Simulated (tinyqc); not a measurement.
Van der Pauw, Hall and four-point-probe measurements on a doped layer: one step of the calculation.

A uniform p-type layer with sheet resistance Rs = 1/(q ns mu), point contacts, low field (mu B small).

Problem. New z. The van der Pauw equation exp(-pi RA z) + exp(-pi RB z) = 1 is solved for z = 1/Rs: e1 = exp(-pi RA z), e2 = exp(-pi RB z), f = e1 + e2 - 1, f' = -pi (RA e1 + RB e2), z(new) = z - f/f'.

z after iteration 1 = 0.098946488 mS
RA = 823.64552 ohm
RB = 4636.6345 ohm

Give: e1; e2; f; f'; z after iteration 2.

Solution.

e1 = 0.77412
e2 = 0.23662
f = 0.010740
f' = -5.4498 kohm
z after iteration 2 = 0.10092 mS

Program tinyqc, `OMP_NUM_THREADS=1 python tinyqc.py 2850112 2850113 out.jsonl`; Intel Xeon 2.30GHz, shared host, one thread, about 0.01 s.
